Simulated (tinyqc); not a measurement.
# Worked calculation: off-state leakage of single and stacked transistors

tinyqc, about 0.03 s, one thread, Intel Xeon 2.30GHz (shared host): `OMP_NUM_THREADS=1 python tinyqc.py 2242047 2242048 out.jsonl` Printed values are rounded.

n-channel devices of unit width. Subthreshold current I(Vg, Vs, Vd) = I0 (T/300 K)^0.5 exp[(Vg - Vs - VT(T) - gb (Vs - Vb) + dd (Vd - Vs))/(nf Vt)] (1 - exp(-(Vd - Vs)/Vt)), VT(T) = VT - cT (T - 300 K). Gate-edge tunnelling Ig (Vd/1 V) exp(ag (Vd - 1 V)), for a gate at 0 V, and band-to-band leakage Ab u exp(-Bb/u), u = Vd - Vb + 1 V, flow at a drain held at V; both are taken as independent of T. In a stack of off transistors (all gates at 0 V) the same subthreshold current passes through each.

Values chosen for this exercise; values of the order met in bulk silicon logic transistors:
- T = 330 K (temperature)
- V = 1.2 V (supply voltage)
- VT = 0.33 V (threshold at 300 K, zero drain and body bias)
- cT = 0.5 mV/K (fall of the threshold with temperature)
- I0 = 0.54 uA/um (current at threshold at 300 K)
- nf = 1.37 (slope factor)
- dd = 0.16 (drain-induced lowering per volt)
- gb = 0.15 (rise of the threshold per volt of source-body bias)
- Ig = 0.0007 uA/um (gate-edge tunnelling current at 1 V)
- ag = 3.6 1/V (exponential slope of the gate current)
- Ab = 30 uA/(um V) (prefactor of band-to-band leakage at the drain)
- Bb = 23 V (its exponential voltage)
- Vb = 0 V (body voltage)

Constants: q = 1.602176634e-19 C, kB = 1.380649e-23 J/K, Vt = kB T/q. Results are converted to the units shown.

## Leakage of one transistor

Vg = Vs = 0, Vd = V; effective threshold VT(T) - gb Vb - dd V.

effective threshold = 0.123 V
parts (nA/um): subthreshold 24.0962, gate edge 1.72572, band-to-band 1.90192
total = 27.7239 nA/um
shares (%): subthreshold 86.9151, gate edge 6.22468, band-to-band 6.86022

The subthreshold part is the largest.

## Starting value

Vx = dd V/(1 + gb + 2 dd), the solution for Vx well above Vt, rounded to three decimals.

Vx at the start = 0.131 V

## Iteration 1: new Vx

Stack of two, Vx the node between them: I_low = I(0, 0, Vx), I_up = I(0, Vx, V), f = ln(I_up/I_low), f' = -(1 + gb + 2 dd)/(nf Vt) - 1/(Vt (exp(Vx/Vt) - 1)) - 1/(Vt (exp((V - Vx)/Vt) - 1)), Vx(new) = Vx - f/f'.

I_low = 0.295750 nA/um
I_up = 0.294394 nA/um
f = -0.00459530
f' = -38.0867 1/V
Vx after iteration 1 = 0.130879 V

## Iteration 2: new Vx

As before.

I_low = 0.295591 nA/um
I_up = 0.295591 nA/um
f = 9.18294e-8
f' = -38.0882 1/V
Vx after iteration 2 = 0.130879 V

## Course of the iteration

Stop when the step is below 1e-11 V, or after 40 iterations.

Course of the iteration:
```
iteration  Vx before the step (V)  step (V)
1                           0.131  -1.21e-4
2                        0.130879   2.41e-9
3                        0.130879         0
```

Converged in 3 iterations. The subthreshold current of the stack is 0.2956 nA/um, 81.5 times less than that of one transistor (the drain leakage is unchanged); the estimate exp[dd V (1 + gb + dd)/((1 + gb + 2 dd) nf Vt)] gives 80.8.
